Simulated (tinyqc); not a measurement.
Configuration-coordinate model of a defect: Huang-Rhys factor and luminescence line shape: one step, computed by the program tinyqc.

Ground state E_g(Q) = (1/2) omega_g^2 Q^2; excited state E_e(Q) = E_0 + (1/2) omega_e^2 (Q - dQ)^2 with omega_e = omega_g and E_0 = E_ZPL. Q is mass-weighted; the dipole does not depend on Q (Condon approximation).

Question. Crossing, radiative lifetime and thermal quenching. The curves cross at the root Q_c nearest dQ; the barrier is (1/2) omega_e^2 (Q_c - dQ)^2, with (1/2) omega^2 = (hbar omega)^2/(2 hbar^2/u). k_r = n_r omega^3 mu^2/(3 pi eps_0 hbar c^3) at the vertical emission energy, without local-field correction; k_nr = nu_0 exp(-barrier/k_B T) (Mott-Seitz); yield = k_r/(k_r + k_nr); T_1/2 = barrier/(k_B ln(nu_0/k_r)).

Inputs (values chosen for the exercise, for a model defect in a wide-gap host):

| quantity | value | unit |
|---|---|---|
| zero-phonon energy E_ZPL | 3.12 | eV |
| displacement dQ | 0.749 | u^(1/2) angstrom |
| ground-state phonon hbar omega_g | 85.2 | meV |
| temperature T | 300 | K |
| refractive index n_r | 2.36 | - |
| transition dipole mu | 0.57 | e angstrom |
| quenching prefactor nu_0 | 2e+12 | 1/s |

Modes: equal frequencies in both states.

vertical emission energy = 2.632898 eV

Constants: hbar^2/u = 4.18015928e-03 eV angstrom^2; hbar = 6.582119569e-16 eV s; e = 1.602176634e-19 C; eps_0 = 8.8541878128e-12 F/m; hbar = 1.054571817e-34 J s; c = 299792458 m/s; k_B = 8.617333262e-05 eV/K.

Give: Q_c; classical barrier; radiative lifetime; luminescence yield; quenching temperature T_1/2.

Answer.

Q_c = 2.773 u^(1/2) angstrom

classical barrier = 3.558 eV

radiative lifetime = 18.82 ns

luminescence yield = 1

quenching temperature T_1/2 = 3919 K

The barrier is so high that this route does not halve the yield below 1000 K. Caution: the curves cross far outside the range of the harmonic model, so the barrier and T_1/2 have no quantitative meaning.
